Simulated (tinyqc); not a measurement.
Inside a calculation. Method: CIS on RHF in the sto-3g basis, frozen core, for BeH2, spin multiplicity 1. One step of it, computed by the program tinyqc.

Problem. CIS matrix, singlets. A(ia,jb) = (e_a - e_i) d_ij d_ab + 2 (ia|jb) - (ij|ab).

orbital energies (hartree): MO1 -4.520777, MO2 -0.453177, MO3 -0.416288, MO4 0.212376, MO5 0.212383, MO6 0.449709, MO7 0.913590

Two-electron integrals over orbitals (pq|rs), unique and non-zero (hartree); the lowest 1 orbital is frozen and left out:
```
p,q,r,s,(pq|rs)
2,2,2,2,0.395680
3,2,3,2,0.163898
3,3,2,2,0.408923
3,3,3,3,0.432131
4,2,2,2,0.000379
4,2,3,3,0.000372
4,2,4,2,0.049145
4,3,3,2,0.000421
4,3,4,3,0.014405
4,4,2,2,0.367352
4,4,3,3,0.354214
4,4,4,2,-0.000898
4,4,4,4,0.449864
5,2,5,2,0.049145
5,3,5,3,0.014404
5,4,5,2,-0.000315
5,4,5,4,0.024251
5,5,2,2,0.367355
5,5,3,3,0.354215
5,5,4,2,-0.000269
5,5,4,4,0.401359
5,5,5,5,0.449859
6,2,2,2,-0.023421
6,2,3,3,-0.046661
6,2,4,2,-0.000102
6,2,4,4,0.054134
6,2,5,5,0.054140
6,2,6,2,0.078281
6,3,3,2,-0.094269
6,3,4,3,-0.000345
6,3,6,3,0.083688
6,4,2,2,0.000144
6,4,3,3,-0.000083
6,4,4,2,0.047334
6,4,4,4,-0.000233
6,4,5,5,0.000205
6,4,6,2,0.000724
6,4,6,4,0.050780
6,5,5,2,0.047342
6,5,5,4,-0.000219
6,5,6,5,0.050786
6,6,2,2,0.394613
6,6,3,3,0.405665
6,6,4,2,0.000917
6,6,4,4,0.365823
6,6,5,5,0.365832
6,6,6,2,-0.033876
6,6,6,4,0.000606
6,6,6,6,0.409746
7,2,3,2,-0.043642
7,2,4,3,-0.000398
7,2,6,3,0.061312
7,2,7,2,0.056642
7,3,2,2,-0.004894
7,3,3,3,-0.020390
7,3,4,2,-0.000572
7,3,4,4,0.060670
7,3,5,5,0.060670
7,3,6,2,0.073659
7,3,6,4,0.000260
7,3,6,6,-0.025459
7,3,7,3,0.082961
7,4,3,2,-0.000973
7,4,4,3,0.013719
7,4,6,3,0.000578
7,4,7,2,0.000151
7,4,7,4,0.016614
7,5,5,3,0.013721
7,5,7,5,0.016607
7,6,3,2,0.142526
7,6,4,3,0.000479
7,6,6,3,-0.094831
7,6,7,2,-0.054727
7,6,7,4,-0.000845
7,6,7,6,0.140246
7,7,2,2,0.424962
7,7,3,3,0.443495
7,7,4,2,0.000077
7,7,4,4,0.389663
7,7,5,5,0.389661
7,7,6,2,-0.034383
7,7,6,4,-0.000252
7,7,6,6,0.433115
7,7,7,3,-0.009066
7,7,7,7,0.484930
```

Give: CIS matrix A, singlet.

Solution.

CIS matrix A, singlet (hartree):
```
,2>4,2>5,2>6,2>7,3>4,3>5,3>6,3>7
2>4,0.3965,0.0000,-0.0003,0.0000,0.0000,0.0000,0.0000,-0.0002
2>5,0.0000,0.3965,0.0000,0.0000,0.0000,0.0000,0.0000,0.0000
2>6,-0.0003,0.0000,0.6648,0.0000,0.0000,0.0000,0.0000,0.0048
2>7,0.0000,0.0000,0.0000,1.0551,0.0002,0.0000,-0.0199,0.0000
3>4,0.0000,0.0000,0.0000,0.0002,0.3033,0.0000,-0.0006,0.0000
3>5,0.0000,0.0000,0.0000,0.0000,0.0000,0.3033,0.0000,0.0000
3>6,0.0000,0.0000,0.0000,-0.0199,-0.0006,0.0000,0.6277,0.0000
3>7,-0.0002,0.0000,0.0048,0.0000,0.0000,0.0000,0.0000,1.0523
```
